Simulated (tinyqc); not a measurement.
Inside a calculation. Model: adsorption as a lattice gas: isotherms with interactions, competition, desorption peaks and saturation dose. Computed by tinyqc, a small Python program that keeps every step. Command: `OMP_NUM_THREADS=1 python tinyqc.py 3022578 3022579 out.jsonl adsorb walk`. One thread of a shared host (Intel(R) Xeon(R) Processor @ 2.30GHz), about 0.2 s of CPU time with the checks. Intermediate numbers are printed to about 7 digits and carried at full precision; extremes and crossings named in words are read from the listed rows.

One adsorbate per site; a molecule needs 2 empty sites. Gas and surface have the same temperature.

Inputs (values chosen for the exercise, for a model surface):
```
quantity                                          value    unit
desorption energy E                               0.845      eV
prefactor nu                                    4.1e+12     1/s
pair energy w (positive repels)                  0.0042      eV
neighbours z                                          4       -
site density N_s                                    9.5  1/nm^2
molecular mass M                                   54.9       u
sticking coefficient s0                           0.042       -
temperature T                                       348       K
pressure p                                          9.1      Pa
blocking by a second gas, K_B p_B                  0.95       -
heating rate beta                                   3.4     K/s
initial coverage theta_0                           0.55       -
aspect ratio a (depth over diameter) of a hole      100       -
```

Adsorption: dissociative (second order).

Constants: u = 1.6605390666e-27 kg; k_B = 1.380649e-23 J/K; k_B = 8.617333262e-05 eV/K.

## Flux and the Langmuir coverage

Flux F = p/sqrt(2 pi M k_B T); k_d = nu exp(-E/(k_B T)); 2 s0 F (1 - theta)^2 = N_s k_d theta^2, so y = sqrt(2 s0 F/(N_s k_d)), theta = y/(1 + y). With a second gas on the same sites theta = y/(1 + y + K_B p_B).

flux F = 173464.0 1/(nm^2 s)

k_d = 2.373512 1/s

y = 25.42066

Langmuir coverage = 0.9621508

coverage with the second gas = 0.9287558

## Coverage with interactions

With u = w/(k_B T). Mean field: theta/(1 - theta) = y exp(-z u theta). Quasi-chemical: theta/(1 - theta) = y [(r - 1 + 2 theta)(1 - theta)/((r + 1 - 2 theta) theta)]^(-z/2) exp(-z u/2), r = sqrt(1 - 4 theta (1 - theta)(1 - exp(-u))).

u = 0.1400545

coverage, mean field = 0.9376308

coverage, quasi-chemical = 0.9375203

Repulsion lowers the coverage from 0.9622. Both theories put half coverage at ln y = z u/2 = 0.280; here ln y = 3.236.

## Isotherms

The formulas are those given above.

Coverage; the first column is ln y - z u/2:
```
ln y - z u/2  no interaction  mean field  quasi-chemical
-5.0               0.0088374   0.0087943       0.0087971
-3.0               0.0618098   0.0598925       0.0599956
-2.0               0.1518852   0.1419242       0.1423101
-1.0               0.3274170   0.2924107       0.2930417
-0.5               0.4452477   0.3918773       0.3923095
0.0                0.5695730   0.5000000       0.5000000
0.5                0.6857036   0.6081227       0.6076905
1.0                0.7824683   0.7075893       0.7069583
2.0                0.9072162   0.8580758       0.8576899
3.0                0.9637401   0.9401075       0.9400044
5.0                0.9949339   0.9912057       0.9912029
```

At half coverage the slope d theta/d ln y is 1/4 without interaction, 1/(4 + z u) = 0.219 in mean field and 0.218 in the pair theory, 1/[4 + 2 z (exp(u/2) - 1)]. Repulsion spreads the filling over a wider range of pressure; the two theories differ by at most 6.3e-4 in these rows.

## Desorption peak without interaction

The peak obeys E/(k_B T_p^2) = (nu theta_0/beta) exp(-E/(k_B T_p)) if theta at the peak is theta_0/2. Redhead's shortcut, with the constant 3.46 (3.64 is also in use), reads E back as k_B T_p [ln(nu' T_p/beta) - 3.46], nu' = nu theta_0.

peak temperature T_p = 330.9051 K

E by Redhead's shortcut = 0.8429726 eV

The shortcut misses by -0.24 %, since 3.46 stands for ln(E/(k_B T_p)) = 3.39. A prefactor wrong by a factor 100 would shift E by 0.131 eV.

## Peak against initial coverage

Heating at the rate beta: d theta/dT = -(nu/beta) theta^2 exp(-[E - 2 z w theta]/(k_B T)). Integrated numerically (relative tolerance 1e-9); T_p is the maximum of the rate.

Peak temperatures (K):
```
theta_0     w = 0    with w
0.1      348.9922  347.8523
0.3      336.7090  333.4014
0.5      331.2780  325.8396
0.7      327.7923  320.2377
0.9      325.2348  315.5702
```

Without interaction the peak moves down by 23.8 K, the mark of second order; with w it moves by -32.3 K.

## Dose to saturate, flat and in a hole

Without desorption or interaction, 99 % coverage needs the time 99 N_s/(2 s0 F). For a round hole of aspect ratio a in molecular flow with unit sticking (Gordon), the time is N_s/(2F) x [1 + (19/4) a + (3/2) a^2]. The larger of the two times is a rough guide.

time on a flat surface = 0.06454610 s

time for the hole = 0.4237823 s

The hole is limited by transport: for deep holes the dose grows as a^2. Caution: with k_d = nu exp(-E/(k_B T)) of these inputs desorption is not negligible over the time on a flat surface, so without interaction 99 % coverage is not reached.

Checks made by the program: quasi-chemical form at low coverage and at the symmetry point (relative difference 1e-07); T_p against the integrated rate equation (relative difference 2e-03).
